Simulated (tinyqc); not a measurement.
# Site energy and hopping from one surface Green function

Inverse problem. A semi-infinite chain with site energy e0 and hopping -t has g_s = 1/(E - e0 - t^2 g_s). Inside the band |g_s| = 1/t and Re g_s = (E - e0)/(2 t^2). Find t and e0.

g_s at E = -1.76 eV = -0.74500000-0.66706446i 1/eV

Solution. t = 1/|g_s|, and e0 = E - 2 t^2 Re g_s.

t = 1.00 eV
e0 = -0.270 eV

Numbers from tinyqc (`OMP_NUM_THREADS=1 python tinyqc.py 2680029 2680030 out.jsonl`; about 0.07 s on one thread of a shared Intel Xeon 2.30GHz).
